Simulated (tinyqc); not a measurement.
Resistance of a tapered via with liner, size effect and interface: one step of the calculation.

A round via whose diameter grows from db at the bottom as D(z) = db + 2 z/tan(ang). The fill, of diameter D - 2 tl, starts above the bottom liner (thickness fb tl) and has rho = rho0 (1 + ks lam/(D - 2 tl)); the sidewall liner conducts in parallel with it. The bottom liner and the interface are crossed over the full area pi db^2/4. Spreading in the lines above and below is left out.

Task. Total resistance. R_fill = sum of the slices; R_bottom = rl fb tl/(pi db^2/4); R_interface = ri/(pi db^2/4); ballistic (Sharvin) limit 1/(Sb pi (db - 2 tl)^2/4); ideal cylinder rho0 hv/(pi db^2/4).

Values chosen for this exercise; fill metal close to ruthenium: diameter at the bottom db = 26 nm; height hv = 57 nm; bulk resistivity of the fill rho0 = 7.82 uohm cm; liner on the sidewall tl = 0.5 nm; liner at the bottom over that on the sidewall fb = 0.5; resistivity of the liner rl = 420 uohm cm; interface resistivity at the bottom ri = 1.9e-12 ohm cm^2; ballistic conductance per area, about 3/(4 rho0 lam) Sb = 1.5e15 S/m^2.

slice resistance, slice 0 to 9 (ohm): [1.0598565, 1.0420711, 1.0247275, 1.0078110, 0.99130802, 0.97520509, 0.95948948, 0.94414891, 0.92917161, 0.91454622]

Wanted: parts; R; shares; ballistic limit; ideal cylinder.

Result.

parts (ohm): fill 9.8483, bottom liner 1.9777, interface 0.35786
R = 12.184 ohm
shares (%): fill 80.831, bottom liner 16.232, interface 2.937
ballistic limit = 1.3581 ohm
ideal cylinder = 8.3955 ohm

The fill is the largest part, and R is 1.45 times the ideal cylinder. With 2000 slices R = 12.184 ohm.

Numbers from tinyqc (`OMP_NUM_THREADS=1 python tinyqc.py 2750138 2750139 out.jsonl`; about 0.01 s on one thread of a shared Intel Xeon 2.30GHz).
